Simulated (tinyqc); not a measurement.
Inside a calculation. Method: CCD on RHF in the sto-6g basis, for H4, spin multiplicity 1. Computed by tinyqc, a small Python program that keeps every step (integrals from PySCF). Settings: charge = 0, multiplicity = 1, basis = sto-6g, method = RHF, energy threshold = 1e-10, iteration cap = 69, orthogonalisation = symmetric, start = atomic densities, DIIS depth = 6, amplitude equations = CCD, DIIS depth for amplitudes = 0, cap on updates = 56. Command: `OMP_NUM_THREADS=1 python tinyqc.py 20259 20260 out.jsonl` (the two numbers bound the seeds that draw the settings). One thread of a shared host (Intel(R) Xeon(R) Processor @ 2.60GHz), about 0.1 s of CPU time with the checks. The early iterations of the SCF are left out here.

## One-electron integrals

Geometry (angstrom):
```
atom        x        y        z
H     0.00000  0.00000  0.00000
H     0.00000  0.00000  0.83400
H     0.00000  0.00000  1.87200
H     0.00000  0.00000  2.70600
```

Basis sto-6g: exponents (1/bohr^2) and contraction coefficients of normalised primitives:
```
element  l (shell)  exponent  coefficient
H            s (1)  35.52322      0.00916
H            s (1)   6.51314      0.04936
H            s (1)   1.82214      0.16854
H            s (1)   0.62596      0.37056
H            s (1)   0.24308      0.41649
H            s (1)   0.10011      0.13033
```

Overlap, kinetic and nuclear-attraction integrals over the contracted functions; the nuclear repulsion is the sum of Za Zb / Rab.

nuclear repulsion = 2.5397320 hartree

overlap S, lower triangle:
```
         1H 1s    2H 1s    3H 1s    4H 1s
1H 1s  1.00000
2H 1s  0.59888  1.00000
3H 1s  0.14683  0.47469  1.00000
4H 1s  0.03658  0.14683  0.59888  1.00000
```

kinetic energy T (hartree), lower triangle:
```
          1H 1s     2H 1s    3H 1s    4H 1s
1H 1s   0.76852
2H 1s   0.18312   0.76852
3H 1s  -0.00982   0.09863  0.76852
4H 1s  -0.00817  -0.00982  0.18312  0.76852
```

nuclear attraction V (hartree), lower triangle:
```
          1H 1s     2H 1s     3H 1s     4H 1s
1H 1s  -2.31444
2H 1s  -1.39698  -2.61520
3H 1s  -0.32034  -1.12473  -2.61520
4H 1s  -0.07514  -0.32034  -1.39698  -2.31444
```

core Hamiltonian H = T + V (hartree), lower triangle:
```
          1H 1s     2H 1s     3H 1s     4H 1s
1H 1s  -1.54592
2H 1s  -1.21386  -1.84668
3H 1s  -0.33015  -1.02610  -1.84668
4H 1s  -0.08331  -0.33015  -1.21386  -1.54592
```

## Two-electron integrals

Functions are numbered as in S; the eight-fold symmetry (ij|kl) = (ji|kl) = (kl|ij) leaves the list below.

Two-electron integrals (ij|kl) in chemists' order, unique and non-zero (hartree):
```
(11|11) 0.77500   (21|11) 0.39235   (21|21) 0.23930   (22|11) 0.53524
(22|21) 0.39235   (22|22) 0.77500   (31|11) 0.07071   (31|21) 0.04751
(31|22) 0.08800   (31|31) 0.01125   (32|11) 0.18124   (32|21) 0.13809
(32|22) 0.29231   (32|31) 0.03792   (32|32) 0.14285   (33|11) 0.28113
(33|21) 0.21421   (33|22) 0.46583   (33|31) 0.07071   (33|32) 0.29231
(33|33) 0.77500   (41|11) 0.01425   (41|21) 0.00975   (41|22) 0.01849
(41|31) 0.00249   (41|32) 0.00878   (41|33) 0.01849   (41|41) 0.00059
(42|11) 0.04520   (42|21) 0.03381   (42|22) 0.07071   (42|31) 0.00985
(42|32) 0.03792   (42|33) 0.08800   (42|41) 0.00249   (42|42) 0.01125
(43|11) 0.13913   (43|21) 0.10228   (43|22) 0.21421   (43|31) 0.03381
(43|32) 0.13809   (43|33) 0.39235   (43|41) 0.00975   (43|42) 0.04751
(43|43) 0.23930   (44|11) 0.19551   (44|21) 0.13913   (44|22) 0.28113
(44|31) 0.04520   (44|32) 0.18124   (44|33) 0.53524   (44|41) 0.01425
(44|42) 0.07071   (44|43) 0.39235   (44|44) 0.77500
```

## Orthogonalisation

S = U s U^T; symmetric (Loewdin) form X = U s^(-1/2) U^T, so that X^T S X = 1.

eigenvalues of S: 0.24205  0.47841  1.24669  2.03285

X, lower triangle:
```
          1H 1s     2H 1s     3H 1s    4H 1s
1H 1s   1.19733
2H 1s  -0.43435   1.34034
3H 1s   0.07724  -0.37167   1.34034
4H 1s  -0.01886   0.07724  -0.43435  1.19733
```

## Iteration 9 (converged): orbitals

converged F (hartree), lower triangle:
```
          1H 1s     2H 1s     3H 1s     4H 1s
1H 1s  -0.32450
2H 1s  -0.56171  -0.41304
3H 1s  -0.18461  -0.39707  -0.41304
4H 1s  -0.02921  -0.18461  -0.56171  -0.32450
```

Diagonalise F' = X^T F X, C = X C', fill 2 alpha and 2 beta electrons from the bottom; D = 2 C_occ C_occ^T. Each column has its largest component positive (the first on a tie).

F' = X^T F X (hartree), lower triangle:
```
          1         2         3        4
1   0.03097
2  -0.60211   0.12379
3   0.08407  -0.41270   0.12379
4   0.00265   0.08407  -0.60211  0.03097
```

orbital energies (hartree): MO1 -0.67021, MO2 -0.44930, MO3 0.41491, MO4 1.01411

coefficients C:
```
           MO1       MO2       MO3       MO4
1H 1s  0.29060   0.49916   0.82080  -0.78820
2H 1s  0.40195   0.39469  -0.60939   1.20024
3H 1s  0.40195  -0.39469  -0.60939  -1.20024
4H 1s  0.29060  -0.49916   0.82080   0.78820
```

D after iteration 9, lower triangle:
```
          1H 1s     2H 1s    3H 1s    4H 1s
1H 1s   0.66722
2H 1s   0.62764   0.63469
3H 1s  -0.16042   0.01157  0.63469
4H 1s  -0.32943  -0.16042  0.62764  0.66722
```

## Convergence

Stop when the energy changes by less than 1e-10 hartree and every element of the error matrix X^T (F D S - S D F) X is below 3e-06.

Course of the cycle:
```
iteration  E (hartree)     change  largest element of the error matrix
1           -1.6805988          -                             6.05e-02
2           -2.1826407  -5.02e-01                             4.90e-02
3           -2.1846859  -2.05e-03                             2.78e-02
4           -2.1855112  -8.25e-04                             6.17e-03
5           -2.1855532  -4.21e-05                             1.42e-03
6           -2.1855550  -1.74e-06                             7.20e-04
7           -2.1855553  -3.37e-07                             4.79e-04
8           -2.1855556  -2.66e-07                             3.14e-06
9           -2.1855556  -1.48e-11                             1.72e-07
```

PySCF RHF in the same basis = -2.1855556 hartree

Converged in 9 iterations.

## Integrals over molecular orbitals

(pq|rs) = sum C_ip C_jq C_kr C_ls (ij|kl), one index at a time.

one-electron integrals over orbitals h = C^T H C (hartree), lower triangle:
```
          1         2         3         4
1  -1.92485
2   0.00000  -1.68093
3   0.15817   0.00000  -1.23974
4   0.00000  -0.13561   0.00000  -0.83747
```

Two-electron integrals over orbitals (pq|rs), unique and non-zero (hartree):
```
(11|11) 0.50176    (21|21) 0.17629    (22|11) 0.46458    (22|22) 0.47874
(31|11) -0.07085   (31|22) 0.00171    (31|31) 0.10750    (32|21) 0.09073
(32|32) 0.11970    (33|11) 0.47152    (33|22) 0.46940    (33|31) -0.01692
(33|33) 0.49158    (41|21) 0.03647    (41|32) -0.05814   (41|41) 0.08967
(42|11) 0.07806    (42|22) 0.01595    (42|31) -0.09915   (42|33) 0.01530
(42|42) 0.10613    (43|21) -0.16751   (43|32) -0.09119   (43|41) -0.03397
(43|43) 0.18033    (44|11) 0.52910    (44|22) 0.49459    (44|31) -0.07616
(44|33) 0.51128    (44|42) 0.08802    (44|44) 0.59241
```

## CCD: starting amplitudes

t_ij^ab = <ij||ab> / (e_i + e_j - e_a - e_b), whose energy is MP2.

Starting amplitudes (spin orbitals 1a, 1b, ...; amplitudes related by a flip of all spins are not repeated):
```
from      to         t
2a 2b  3a 3b  -0.06925
1a 1b  3a 3b  -0.04953
1a 2b  3a 4b   0.03891
2a 2b  4a 4b  -0.03626
1a 1b  4a 4b  -0.02662
1a 2b  3b 4a  -0.02281
1a 2a  3a 4a   0.01609
```

correlation energy = -0.0315369 hartree

## CCD: amplitude update 1

t_ij^ab D_ij^ab are set to the remaining terms of the spin-orbital equations, evaluated with the old amplitudes; for the doubles these are <ij||ab> + 1/2 <ab||ef> t_ij^ef + 1/2 <mn||ij> t_mn^ab + P(ij)P(ab) <mb||ej> t_im^ae + terms in t^2, D the orbital-energy denominators.

Amplitudes after update 1 (spin orbitals 1a, 1b, ...; amplitudes related by a flip of all spins are not repeated):
```
from      to         t
2a 2b  3a 3b  -0.09773
1a 1b  3a 3b  -0.06124
1a 2b  3a 4b   0.05455
2a 2b  4a 4b  -0.04217
1a 2b  3b 4a  -0.03527
1a 1b  4a 4b  -0.03460
1a 2a  3a 4a   0.01927
```

correlation energy = -0.0423583 hartree

## CCD: amplitude update 2

As before.

Amplitudes after update 2 (spin orbitals 1a, 1b, ...; amplitudes related by a flip of all spins are not repeated):
```
from      to         t
2a 2b  3a 3b  -0.11086
1a 1b  3a 3b  -0.06429
1a 2b  3a 4b   0.05992
2a 2b  4a 4b  -0.04322
1a 2b  3b 4a  -0.03968
1a 1b  4a 4b  -0.03811
1a 2a  3a 4a   0.02024
```

correlation energy = -0.0463409 hartree

## CCD: amplitude update 3

As before.

Amplitudes after update 3 (spin orbitals 1a, 1b, ...; amplitudes related by a flip of all spins are not repeated):
```
from      to         t
2a 2b  3a 3b  -0.11670
1a 1b  3a 3b  -0.06473
1a 2b  3a 4b   0.06195
2a 2b  4a 4b  -0.04315
1a 2b  3b 4a  -0.04125
1a 1b  4a 4b  -0.03961
1a 2a  3a 4a   0.02070
```

correlation energy = -0.0478384 hartree

## CCD: convergence

E_corr = 1/4 sum <ij||ab> t_ij^ab; stop when the norm of the change is below 1e-8.

Course of the amplitude iterations:
```
update  correlation energy (hartree)  norm of the change
0                         -0.0315369                   -
1                         -0.0423583            8.64e-02
2                         -0.0463409            3.43e-02
3                         -0.0478384            1.42e-02
4                         -0.0484196            6.15e-03
5                         -0.0486522            2.79e-03
6                         -0.0487481            1.31e-03
7                         -0.0487889            6.31e-04
8                         -0.0488067            3.09e-04
9                         -0.0488147            1.52e-04
10                        -0.0488184            7.57e-05
11                        -0.0488201            3.77e-05
12                        -0.0488209            1.88e-05
13                        -0.0488213            9.42e-06
14                        -0.0488215            4.72e-06
15                        -0.0488216            2.36e-06
16                        -0.0488217            1.18e-06
17                        -0.0488217            5.93e-07
18                        -0.0488217            2.97e-07
19                        -0.0488217            1.49e-07
20                        -0.0488217            7.46e-08
21                        -0.0488217            3.74e-08
22                        -0.0488217            1.87e-08
23                        -0.0488217            9.39e-09
```

Converged amplitudes (spin orbitals 1a, 1b, ...; amplitudes related by a flip of all spins are not repeated):
```
from      to         t
2a 2b  3a 3b  -0.12159
1a 1b  3a 3b  -0.06403
1a 2b  3a 4b   0.06337
2a 2b  4a 4b  -0.04254
1a 2b  3b 4a  -0.04204
1a 1b  4a 4b  -0.04086
1a 2a  3a 4a   0.02133
```

CCD total energy = -2.2343773 hartree

Converged in 23 updates.
